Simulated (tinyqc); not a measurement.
Changing the time t: grain-boundary diffusion: Harrison regimes, Fisher and Le Claire analysis, Hart average. Computed by tinyqc, a small Python program. Command: `OMP_NUM_THREADS=1 python tinyqc.py 3027738 3027739 out.jsonl gbdiff sweep`. One thread of a shared host (Intel(R) Xeon(R) Processor @ 2.30GHz), about 0.01 s of CPU time with the checks.

A boundary is a slab of width delta with diffusivity D_b, normal to a surface held at constant concentration; it leaks into grains of diffusivity D.

Inputs (values chosen for the exercise, for a model polycrystal):
```
quantity                          value   unit
lattice prefactor D0            0.00011  m^2/s
lattice activation energy E        3.87     eV
boundary prefactor D0b          1.9e-05  m^2/s
boundary activation energy E_b     2.14     eV
boundary width delta               0.95     nm
segregation factor s                 10      -
grain size d                        1.1     um
temperature T                      1420      K
```

Constants: k_B = 8.617333262e-05 eV/K.

Method:
- D = D0 exp(-E/(k_B T)), D_b = D0b exp(-E_b/(k_B T)).
- Triple product P = s delta D_b.
- l = sqrt(D t); P = s delta D_b; alpha = s delta/(2 l); beta = P/(2 D l). Regime A if l > 3 d, C if alpha > 1, B if alpha < 0.1, l < d/4 and beta > 10, otherwise a transition.
- Fisher: the mean concentration falls as exp(-y/y_F), y_F = sqrt(P) (pi t/(4 D))^(1/4), with the boundary equation P d2c/dy2 = 2 c sqrt(D/(pi t)). Le Claire (from the Whipple solution): ln c falls as -(y/y_L)^(6/5) with P = 1.322 sqrt(D/t) y_L^2.

One run for each value:
```
time t (s)  Le Claire depth y_L (um)  lattice diffusion length l (um)        beta       alpha
1.00e+01                       2.776                       4.4990e-03  2.5174e+05  1.0558e+00
1.00e+02                       4.937                       1.4227e-02  7.9608e+04  3.3387e-01
1.00e+03                       8.780                       4.4990e-02  2.5174e+04  1.0558e-01
1.00e+04                      15.613                       1.4227e-01  7.9608e+03  3.3387e-02
1.00e+05                      27.764                       4.4990e-01  2.5174e+03  1.0558e-02
1.00e+06                      49.373                       1.4227e+00  7.9608e+02  3.3387e-03
1.00e+07                      87.799                       4.4990e+00  2.5174e+02  1.0558e-03
```

Over the rows, Le Claire depth y_L (um) rises from 2.78 to 87.8 (exponent d ln y / d ln x about 0.25 throughout); lattice diffusion length l (um) rises from 0.00450 to 4.50 (exponent d ln y / d ln x about 0.50 throughout); beta falls from 252000 to 252 (exponent d ln y / d ln x about -0.50 throughout). The exponent of Le Claire depth y_L stays at 0.25: the Le Claire depth goes as (t/D)^(1/4) at fixed P. The exponent of beta stays at -0.50: beta = P/(2 D sqrt(D t)).

Caution (rows 10.0, 100, 1000, 100000, 1.00e6, 1.00e7): the Fisher and Le Claire forms need regime B with beta above 10.
